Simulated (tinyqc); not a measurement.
Inside a calculation. Model: frequency dispersion of an accumulation capacitance by border traps, distributed model.

Numbers from tinyqc (`OMP_NUM_THREADS=1 python tinyqc.py 2202143 2202144 out.jsonl`; about 0.5 s on one thread of a shared Intel Xeon 2.30GHz). Printed values are rounded.

Traps spread evenly through the insulator exchange electrons with the semiconductor by tunnelling, with tau(x) = t0 exp(2 ka x) at depth x from the interface. The admittance per area Y seen at depth x obeys dY/dx = -Y^2/(i w eps0 eox) + q Nb ln(1 + i w tau)/tau, with Y(0) = i w Cs and w = 2 pi f; the gate sees Y(tox) = G + i w C. Working variable y = Y/(i w), in uF/cm^2. Cox = eps0 eox/tox.

Inputs (values chosen for the exercise); permittivity close to that of silicon dioxide: relative permittivity of the insulator eox = 3.97; insulator thickness tox = 5.5 nm; semiconductor capacitance in accumulation Cs = 1.8 uF/cm^2; density of border traps Nb = 8.1e19 cm^-3 eV^-1; decay constant of the wave function in the insulator ka = 4 1/nm; time constant of a trap at the interface t0 = 4e-9 s; frequency f = 100 Hz; depth down to which the steps are taken xe = 2.2 nm.

Constants: q = 1.602176634e-19 C, eps0 = 8.8541878128e-14 F/cm where lengths are in cm. Results are converted to the units shown.

## Scales and lumped estimate

Cox; trap-free value 1/(1/Cox + 1/Cs); response depth d = ln(1/(w t0))/(2 ka), where w tau = 1; lumped estimate: all traps within d act as C_bt = q Nb d placed at d/2, so C = 1/{1/[1/(1/Cs + d/(2 eps0 eox)) + C_bt] + (tox - d/2)/(eps0 eox)}.

Cox = 0.6391114 uF/cm^2
trap-free C = 0.4716474 uF/cm^2
d = 1.611741 nm
C_bt = 2.091657 uF/cm^2
lumped C = 0.6125514 uF/cm^2

The traps within reach amount to 1.16 Cs and lie in the first 29.3 % of the insulator.

## Midpoint steps through the active depth

In terms of y: dy/dx = -y^2/(eps0 eox) + s(x), s = q Nb ln(1 + z)/z, z = i w tau. 11 midpoint steps of h = xe/11: y_half = y + (h/2) y'(x, y), y(new) = y + h y'(x + h/2, y_half).

x, point 0 to 11 (nm): [0, 0.2, 0.4, 0.6, 0.8, 1, 1.2, 1.4, 1.6, 1.8, 2, 2.2]
s, point 0 to 11 (uF/(cm^2 nm)): [1.297763-0.000002i, 1.297763-0.000008i, 1.297763-0.000040i, 1.297763-0.000198i, 1.297762-0.000981i, 1.297739-0.004861i, 1.297168-0.024062i, 1.283439-0.117292i, 1.052785-0.430254i, 0.389286-0.440382i, 0.088677-0.180549i, 0.018323-0.055212i]
y, point 0 to 11 (uF/cm^2): [1.800000+0.000000i, 1.867423-0.000001i, 1.922011-0.000004i, 1.965945-0.000020i, 2.001136-0.000100i, 2.029216-0.000494i, 2.051532-0.002443i, 2.068694-0.012054i, 2.070051-0.055856i, 1.973101-0.138707i, 1.806957-0.162302i, 1.647532-0.150598i]

## Capacitance and conductance at the gate

y at xe = 1.647532-0.150598i uF/cm^2

Beyond xe the traps are ignored, so 1/y(tox) = 1/y(xe) + (tox - xe)/(eps0 eox); C = Re y, G/w = -Im y, loss tangent G/(w C).

y at the gate = 0.6482111-0.0231485i uF/cm^2
C = 0.6482111 uF/cm^2
G/w = 0.02314850 uF/cm^2
loss tangent = 0.03571136

A fine integration over the whole insulator gives C = 0.64968 and G/w = 0.02458 uF/cm^2; the coarse G/w is 5.8 % below that. The fine C is 38 % above the trap-free value, and the lumped estimate is 5.7 % below the fine result.
